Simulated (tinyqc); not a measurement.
Sheet resistance of a shallow doped layer with concentration-dependent mobility and limited activation. Anneal temperature at a frozen profile. Computed by tinyqc, a small Python program. Command: `OMP_NUM_THREADS=1 python tinyqc.py 3012469 3012470 out.jsonl irvin sweep`. One thread of a shared host (Intel(R) Xeon(R) Processor @ 2.30GHz), about 0.03 s of CPU time with the checks.

A layer of one dopant lies in a background of the opposite type. Current flows parallel to the surface down to the junction; depletion is ignored.

Inputs (values chosen for the exercise, modelled on phosphorus in silicon):
```
quantity                         value        unit
surface concentration C_s      1.3e+20      1/cm^3
length l                            64          nm
background C_B                 6.8e+15      1/cm^3
mobility floor mu_min             68.6  cm^2/(V s)
mobility mu_max                   1420  cm^2/(V s)
reference density N_r          8.8e+16      1/cm^3
exponent alpha                   0.717           -
prefactor of the active limit  9.7e+21      1/cm^3
energy of the active limit       0.334          eV
```

Profile: erfc.

Constants: k_B = 8.617333262e-05 eV/K; e = 1.602176634e-19 C.

Method:
- C(x) = C_s erfc(x/l).
- Temperatures in kelvin are T(C) + 273.15.
- Active limit C_a = prefactor x exp(-energy/(k_B T)); the junction lies where C = C_B, and the profile exceeds C_a down to x_a (zero if C_s is below C_a). Slope at the junction in nm per decade = ln(10) C/|dC/dx|.
- Active density N = min(C, C_a); carriers n = N - C_B; mobility mu = mu_min + (mu_max - mu_min)/(1 + ((N + C_B)/N_r)^alpha).
- Integrals from 0 to x_j, where C = C_B (Gauss-Legendre, 60 points on each smooth piece; 1 nm = 1e-7 cm): dose int C dx, carriers int n dx, mean mobility int n mu dx/int n dx, R_s = 1/(e int n mu dx).

One run for each value:
```
anneal temperature T (C)  sheet resistance R_s (ohm/square)  carriers per dopant atom  active limit C_a (1/cm^3)
650                                                  157.96                   0.99973                 1.4567e+20
700                                                  157.96                   0.99973                 1.8074e+20
800                                                  157.96                   0.99973                 2.6195e+20
850                                                  157.96                   0.99973                 3.0765e+20
900                                                  157.96                   0.99973                 3.5639e+20
950                                                  157.96                   0.99973                 4.0793e+20
1000                                                 157.96                   0.99973                 4.6199e+20
1050                                                 157.96                   0.99973                 5.1831e+20
1100                                                 157.96                   0.99973                 5.7665e+20
1150                                                 157.96                   0.99973                 6.3677e+20
```

What does the table show, and why?

Over the rows, sheet resistance R_s (ohm/square) does not change; carriers per dopant atom does not change; active limit C_a (1/cm^3) rises from 1.46e20 to 6.37e20. The profile lies below the active limit in every row.
